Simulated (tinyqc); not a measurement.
Three-phonon processes in a diatomic chain: dispersion, energy and momentum conservation, and decay channels of optical phonons: one step, computed by the program tinyqc.

Cell length a, two atoms, one spring constant. x = q a/pi runs from -1 to 1; A and O are the acoustic and optical branches. Matrix elements are not computed: only conservation laws and occupation factors are followed.

Task: Band edges. omega^2 = k (1/m + 1/M) -/+ k sqrt((1/m + 1/M)^2 - 4 sin^2(pi x/2)/(m M)); nu = 15.6333042 THz x sqrt(omega^2) for eV/(angstrom^2 u). Acoustic top sqrt(2 k/M), optical bottom sqrt(2 k/m), optical top sqrt(2 k (1/m + 1/M)).

Inputs (values chosen for the exercise, for a model chain): light mass m = 69.7 u; heavy mass M = 475 u; spring constant k = 4.2 eV/angstrom^2.

Constants: nu for 1 eV/(angstrom^2 u) = 15.6333042 THz.

Give: acoustic top; optical bottom; optical top; optical top over twice the acoustic top; optical bottom over twice the acoustic top; optical width over acoustic top.

Result:

acoustic top = 2.079 THz

optical bottom = 5.427 THz

optical top = 5.812 THz

optical top over twice the acoustic top = 1.398

optical bottom over twice the acoustic top = 1.305

optical width over acoustic top = 0.1850

The zone-centre optical phonon lies above twice the acoustic top (M/m > 3), so its decay into two acoustic phonons is forbidden; at M/m > 4 energy alone forbids it for every optical phonon.
